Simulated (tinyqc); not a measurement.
Coupled-perturbed Hartree-Fock on RHF in the sto-3g basis, for H3+, spin multiplicity 1, step by step. One step of it, computed by the program tinyqc.

Task: Response to a field: uncoupled start. Field along z; U_ai = -mu_ai / (e_a - e_i), alpha = -4 sum U_ai mu_ai.

orbital energies (hartree): [-1.183033, -0.075604, -0.003414]

dipole integrals <a|z|i> (bohr), order a2, a3:
```
[[-0.003170],
 [-0.911129]]
```

Give: uncoupled U; uncoupled polarisability.

Result:

uncoupled U, order a2, a3:
```
[[0.003],
 [0.772]]
```

uncoupled polarisability = 2.815 bohr^3
